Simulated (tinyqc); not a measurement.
Worked calculation: grain-boundary diffusion: Harrison regimes, Fisher and Le Claire analysis, Hart average. Computed by tinyqc, a small Python program that keeps every step. Command: `OMP_NUM_THREADS=1 python tinyqc.py 3031764 3031765 out.jsonl gbdiff walk`. One thread of a shared host (Intel(R) Xeon(R) Processor @ 2.30GHz), about 0.01 s of CPU time with the checks. Intermediate numbers are printed to about 6 digits and carried at full precision; extremes and crossings named in words are read from the listed rows.

A boundary is a slab of width delta with diffusivity D_b, normal to a surface held at constant concentration; it leaks into grains of diffusivity D.

Inputs (values chosen for the exercise, for a model polycrystal):
```
quantity                          value   unit
melting point T_m                  1120      K
lattice prefactor D0              4e-05  m^2/s
lattice activation energy E        1.74     eV
boundary prefactor D0b          4.1e-05  m^2/s
boundary activation energy E_b    0.839     eV
boundary width delta               0.94     nm
segregation factor s                  1      -
grain size d                         13     um
temperature T                       792      K
time t                            13000      s
```

Constants: k_B = 8.617333262e-05 eV/K.

## Diffusivities

D = D0 exp(-E/(k_B T)), D_b = D0b exp(-E_b/(k_B T)). Triple product P = s delta D_b.

D = 3.38704e-16 m^2/s

D_b = 1.87900e-10 m^2/s

triple product P = 1.76626e-19 m^3/s

At T/T_m = 0.71 the boundary is 550000 times faster than the lattice.

## Regime

l = sqrt(D t); P = s delta D_b; alpha = s delta/(2 l); beta = P/(2 D l). Regime A if l > 3 d, C if alpha > 1, B if alpha < 0.1, l < d/4 and beta > 10, otherwise a transition.

lattice diffusion length l = 2.09837 um

alpha = 2.23984e-04

beta = 124.258

Regime: B

Boundaries are isolated and lose material sideways, so only the product P can be measured.

## Effective diffusivity

Hart average for parallel slabs: f = delta/d, D_eff = (s f D_b + (1 - f) D)/(1 - f + s f); share of the boundaries = s f D_b/(s f D_b + (1 - f) D); depth sqrt(D_eff t).

boundary fraction f = 7.23077e-05

D_eff = 1.39253e-14 m^2/s

share of the boundaries = 0.975679

depth sqrt(D_eff t) = 13.4547 um

Caution: outside regime A (which needs sqrt(D t) above about 3 d) the Hart average and its depth are formal: they describe a profile only in regime A or at steady state.

## Penetration along an isolated boundary

Fisher: the mean concentration falls as exp(-y/y_F), y_F = sqrt(P) (pi t/(4 D))^(1/4), with the boundary equation P d2c/dy2 = 2 c sqrt(D/(pi t)). Le Claire (from the Whipple solution): ln c falls as -(y/y_L)^(6/5) with P = 1.322 sqrt(D/t) y_L^2.

Fisher depth y_F = 31.1409 um

Le Claire depth y_L = 28.7702 um

The tail reaches 13.7 lattice lengths l; y_L/l = sqrt(2 beta/1.322).

## Whipple integral against the two closed forms

Whipple, boundary part of the mean concentration in units of c0 l per boundary, for D_b/D far above beta: c(eta) = (2 eta/sqrt(pi)) int_1^infinity exp(-eta^2/(4 u)) u^(-3/2) [exp(-Y^2)/sqrt(pi) - Y erfc(Y)] du with Y = (u - 1)/(2 beta), eta = y/l; w = eta/sqrt(beta). The last columns are -ln[c(y)/c(w = 1)] from the integral, from Fisher, (y - y1)/y_F, and from Le Claire, (y/y_L)^(6/5) - (y1/y_L)^(6/5), with y1 the depth at w = 1.

Tail of the profile:
```
w      y (um)            c  Whipple   Fisher  Le Claire
1.5    35.086  4.87366e-01   0.5294  0.37556     0.4889
2.0    46.781  2.82703e-01   1.0740  0.75113     1.0120
3.0    70.172  9.10980e-02   2.2065  1.50225     2.1351
4.0    93.563  2.78094e-02   3.3930  2.25338     3.3371
5.0   116.954  8.07203e-03   4.6300  3.00450     4.6012
6.0   140.344  2.23489e-03   5.9142  3.75563     5.9173
8.0   187.126  1.50272e-04   8.6137  5.25788     8.6786
10.0  233.907  8.60960e-06  11.4733  6.76013    11.5829
```

At w = 10 the integral has fallen by 11.47 in the logarithm, Fisher by 6.76 and Le Claire by 11.58: the true tail bends down faster than an exponential, which is why profiles are plotted against y^(6/5).

## Lattice against boundary over temperature

D_eff = (s f D_b + (1 - f) D)/(1 - f + s f), f = delta/d; share of the boundaries = s f D_b/(s f D_b + (1 - f) D).

Diffusivities (m^2/s):
```
T/T_m  T (K)            D          D_b        D_eff     share      regime
0.3      336  3.18573e-31  1.06743e-17  7.71831e-22  1.000000           C
0.4      448  1.06640e-24  1.49434e-14  1.08052e-18  0.999999           C
0.5      560  8.76495e-21  1.15376e-12  8.34346e-17  0.999895           B
0.6      672  3.56972e-18  2.09200e-11  1.51624e-15  0.997646           B
0.7      784  2.61119e-16  1.65749e-10  1.22460e-14  0.978679           B
0.8      896  6.53117e-15  7.82738e-10  6.31287e-14  0.896550  transition
0.9     1008  7.98809e-14  2.61799e-09  2.69176e-13  0.703261  transition
1.0     1120  5.92113e-13  6.87781e-09  1.08939e-12  0.456511           A
```

The apparent activation energy of D_eff is 0.84 eV between the first rows and 1.21 eV between the last, against E_b = 0.839 and E = 1.74 eV. Among these rows boundaries carry most of the flux up to T/T_m = 0.9, the lattice above. Caution: outside regime A, D_eff and the share of the boundaries hold only at steady state.

Checks made by the program: Le Claire's slope against the Whipple integral (relative difference 2e-02).
